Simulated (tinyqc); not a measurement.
Classical nucleation, growth and JMAK kinetics of crystallisation from a melt or glass: one step, computed by the program tinyqc.

A spherical nucleus with a sharp interface of isotropic energy gamma; lambda = Omega^(1/3) is the jump distance.

Task: Steady nucleation rate. Driving force per volume: dG = H [(T_m - T)/T_m] [2 T/(T_m + T)]. Shape factor f = 1. W(r) = f [4 pi r^2 gamma - (4/3) pi r^3 dG]; r* = 2 gamma/dG; W* = f 16 pi gamma^3/(3 dG^2); n* = f (4/3) pi r*^3/Omega. D = D0 exp(-Q/(k_B T)); attachment rate k+ = (A*/lambda^2) D/lambda^2 with A* = 4 pi r*^2; Zeldovich factor Z = sqrt(W*/(3 pi k_B T))/n*; sites per volume N = 1/Omega; I = N Z k+ exp(-W*/(k_B T)); lag time = 1/(4 pi Z^2 k+).

Inputs (values chosen for the exercise, for a model substance): melting point T_m = 1450 K; heat of melting per volume H = 2920 J/cm^3; interface energy gamma = 0.198 J/m^2; atomic volume Omega = 18 angstrom^3; temperature T = 821 K; diffusion prefactor D0 = 1.3e-06 m^2/s; activation energy Q = 0.771 eV.

Nucleation: homogeneous. Driving force: Thompson-Spaepen.

Constants: k_B = 8.617333262e-05 eV/K; k_B = 1.380649e-23 J/K.

Give: diffusivity D; attachment rate k+; Zeldovich factor Z; sites N; nucleation rate I; lag time.

Result:

diffusivity D = 2.405e-11 m^2/s

attachment rate k+ = 1.198e+10 1/s

Zeldovich factor Z = 0.06404

sites N = 5.556e+28 1/m^3

nucleation rate I = 4.882e+31 1/(m^3 s)

lag time = 1.620e-09 s
